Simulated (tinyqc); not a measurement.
Worked calculation: MP2 on RHF in the sto-3g basis, for H3-, spin multiplicity 1. The basis has no diffuse functions, so it cannot describe the extra electron: this is an exercise in the method, not the real anion. One step of it, computed by the program tinyqc.

Problem. Orthogonalisation. S = U s U^T; symmetric (Loewdin) form X = U s^(-1/2) U^T, so that X^T S X = 1.

overlap S, lower triangle:
```
          1H 1s     2H 1s     3H 1s
1H 1s  1.000000
2H 1s  0.592527  1.000000
3H 1s  0.592240  0.222451  1.000000
```

Give: eigenvalues of S; X.

Solution.

eigenvalues of S: 0.2661  0.7775  1.9563

X, lower triangle:
```
         1H 1s   2H 1s   3H 1s
1H 1s   1.4072
2H 1s  -0.4290  1.1903
3H 1s  -0.4287  0.0561  1.1900
```
